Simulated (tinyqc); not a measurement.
What each parameter does: hydrogenic donor in a hard-walled well (variational).

Trial function cos(pi z/L) exp(-r/lam), r measured from the donor at zi, walls at +/- L/2, one eps everywhere. Counted from the lowest subband, E(lam) = c/(m lam^2) - (q/eps) I0/I1, with I0 the integral of cos^2(pi z/L) exp(-2|z - zi|/lam) over the well and I1 the same with the factor (|z - zi| + lam/2); c = hbar^2/2m0, q = e^2/(4 pi eps0). The binding energy is -E at the minimum.

Constants: hbar^2/2m0 = 3.80998211 eV angstrom^2; e^2/(4 pi eps0) = 14.39964547 eV angstrom; Ry = 13.60569312 eV.

Parameters, chosen for this exercise (near those of Ge, with one mean mass; the results hold for these values, not for the real material): m = 0.116 m0 (mass); eps = 16.1 (dielectric constant); L = 331 angstrom (well width); zi = 0 angstrom (position of the donor from the centre).

The minimum over lam; Ry* = Ry m/eps^2.

One parameter was then changed.

Results before and after:

| case | binding (meV) | lam (angstrom) | binding/Ry* |
|---|---|---|---|
| base | 8.06 | 77.6 | 1.324 |
| changed | 7.25 | 89.9 | 1.395 |

Which of these changes was made? (a) L = 430 angstrom; (b) zi = 66 angstrom; (c) m = 0.099 m0; (d) eps = 14.5.

Answer: (c) m = 0.099 m0. Of the candidates, run in turn, only this one gives the changed row.

All candidates:

| case | binding (meV) | lam (angstrom) | binding/Ry* |
|---|---|---|---|
| base | 8.06 | 77.6 | 1.324 |
| m = 0.099 m0 | 7.25 | 89.9 | 1.395 |
| eps = 14.5 | 9.61 | 70.2 | 1.281 |
| L = 430 angstrom | 7.45 | 78.0 | 1.223 |
| zi = 66 angstrom | 7.12 | 77.8 | 1.169 |

Program tinyqc; command `OMP_NUM_THREADS=1 python tinyqc.py 1251151 1251152 out.jsonl`; about 0.01 s on one thread of a shared Intel(R) Xeon(R) Processor @ 2.30GHz.
